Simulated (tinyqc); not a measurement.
# Strained alloy layer of InAs and GaAs on (001) InP, model-solid band line-up: gaps, strain and offsets against composition

The layer is x parts of the first compound and 1 - x of the second, grown coherently on the third as substrate and barrier. Rows of the table: lattice constant a, average valence level Ea on an absolute scale, spin-orbit splitting so, gaps at Gamma, X and L, hydrostatic deformation potentials av and ac (Gamma), shear potential b, elastic constants, electron and heavy-hole (along z) masses. All are interpolated linearly in x; gaps get -C x (1 - x), taken wholly in the conduction band; real line-ups can differ from this model by 0.1 eV or more.

In-plane strain e = (a_substrate - a)/a, e_z = -2 (c12/c11) e, volume change 2 e + e_z. With v = 2 e + e_z and d = 2 b (e_z - e): Eav = Ea + av v; E_hh = Eav + so/3 - d/2; E_lh = Eav - so/6 + d/4 + sqrt(so^2 + so d + 9 d^2/4)/2; E_c = Ea + so/3 + EG + ac v (Gamma). Substrate: E_v = Ea + so/3, E_c = E_v + EG. Well depths: dEc = E_c(substrate) - E_c, dEhh = E_hh - E_v(substrate), dElh likewise; strained Gamma gap E_c - max(E_hh, E_lh); positive values confine carriers in the layer. Matthews-Blakeslee for 60-degree dislocations in a single layer: hc = k (ln(hc/bv) + 1), k = bv (1 - nu/4)/(4 pi |e| (1 + nu)), nu = c12/(c11 + c12), bv = a/sqrt(2); the larger root. The valence offset is the larger of dEhh and dElh; a dash marks |e| under 0.02 % or no root.

Parameters, values chosen for the exercise:
```
symbol  value  unit                  meaning
CG      0.477    eV  bowing of the Gamma gap
CX        1.4    eV      bowing of the X gap
CL       0.33    eV      bowing of the L gap
```

Binary compounds, values chosen for the exercise:
```
,close to InAs,close to GaAs,close to InP
a (angstrom),6.058,5.653,5.869
Ea (eV),-6.67,-6.92,-7.04
so (eV),0.377,0.344,0.108
EG (eV),0.357,1.41,1.33
EX (eV),1.36,1.91,2.17
EL (eV),1.08,1.69,1.92
av (eV),1,1.15,1.26
ac (eV),-5.14,-7.18,-5.11
b (eV),-1.79,-1.7,-1.69
c11 (GPa),84.3,118,102
c12 (GPa),45.9,53.1,55.7
me (m0),0.0231,0.066,0.0789
mh (m0),0.33,0.349,0.533
```

Gaps, strain and offsets against composition:
```
x,e (%),relaxed Gamma gap (eV),lower of X and L gaps (eV),strained Gamma gap (eV),E_hh - E_lh (meV),dEc (eV),valence offset (eV),hc (nm)
0.25,1.994,1.057,1.476,0.8056,-153.2,0.1502,0.3742,3.60
0.33,1.423,0.9570,1.416,0.7842,-107.1,0.1855,0.3604,5.82
0.41,0.8584,0.8629,1.346,0.7631,-62.90,0.2179,0.3490,11.4
0.49,0.2999,0.7748,1.291,0.7416,-21.26,0.2476,0.3408,42.8
0.57,-0.2524,0.6929,1.253,0.7021,17.17,0.2744,0.3535,52.8
0.66,-0.8665,0.6080,1.213,0.6364,55.77,0.3010,0.3925,11.3
0.74,-1.406,0.5390,1.175,0.5805,85.48,0.3216,0.4279,5.94
0.82,-1.940,0.4761,1.141,0.5269,110.8,0.3391,0.4640,3.76
0.9,-2.468,0.4194,1.111,0.4756,131.9,0.3536,0.5008,2.62
```

The relaxed Gamma gap falls from 1.06 to 0.419 eV and the strained one falls from 0.806 to 0.476 eV. The lattice matches the substrate at x = 0.533; the heavy hole is on top where the layer is compressed (e < 0) and the light hole where it is stretched. dEc rises from 0.150 to 0.354 eV and the valence offset goes from 0.374 through a minimum of 0.341 (at x = 0.49 among the rows listed) to 0.501 eV. At the largest strain listed, -2.47 %, strain changes the gap by 56.3 meV.

Program tinyqc, `OMP_NUM_THREADS=1 python tinyqc.py 2690162 2690163 out.jsonl`; Intel Xeon 2.30GHz, shared host, one thread, about 0.01 s.
